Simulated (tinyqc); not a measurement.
MOS inversion layer, Poisson-Schroedinger loop: one step of the calculation.

Electrons confined at an insulator interface at z = 0, treated as a hard wall; parabolic valleys, Hartree approximation, no image or exchange terms. The depletion charge lies far deeper than the electrons and gives a uniform field q Nd/(eps0 eps_r); the gate balances all charge. Energies are counted from the band edge at the interface.

Problem. Closed-form estimates. Triangular well: E_k = a_k (C F^2/mz)^(1/3), a_1 = 2.338107, a_2 = 4.087949, C = hbar^2/(2 m0), F in eV/nm. Fang-Howard (all electrons in the lowest level of set A): b^3 = 6 (mz1/C) q (Nd + 11 Ns/32)/(eps0 eps_r), centroid 3/b, level C b^2/(4 mz1) + (3/b) q (Nd + 11 Ns/16)/(eps0 eps_r). Use F = q (Nd + Ns)/(eps0 eps_r), the surface field, and F = q (Nd + Ns/2)/(eps0 eps_r).

Inputs (values chosen for the exercise); masses and permittivity close to those of silicon (100):
```
symbol   value   unit                                     meaning
eps_r     11.9                              relative permittivity
mz1      0.916     m0  mass along z of valley set A (2 valley(s))
Ns      7.6e12  cm^-2                  sheet density of electrons
Nd      7.6e10  cm^-2           sheet density of depletion charge
```

Constants: q = 1.602176634e-19 C, hbar = 1.054571817e-34 J s, m0 = 9.1093837015e-31 kg, eps0 = 8.8541878128e-14 F/cm where lengths are in cm, hbar^2/(2 m0) = 0.0380998212 eV nm^2. Results are converted to the units shown.

Give: A1 with the surface field; A1 with Nd + Ns/2; A2 with Nd + Ns/2; b; Fang-Howard centroid; Fang-Howard level.

Solution.

A1 with the surface field = 0.19348 eV
A1 with Nd + Ns/2 = 0.12269 eV
A2 with Nd + Ns/2 = 0.21451 eV
b = 1.8067 1/nm
Fang-Howard centroid = 1.6605 nm
Fang-Howard level = 0.16779 eV

tinyqc, about 1 s, one thread, Intel Xeon 2.30GHz (shared host): `OMP_NUM_THREADS=1 python tinyqc.py 2160058 2160059 out.jsonl`
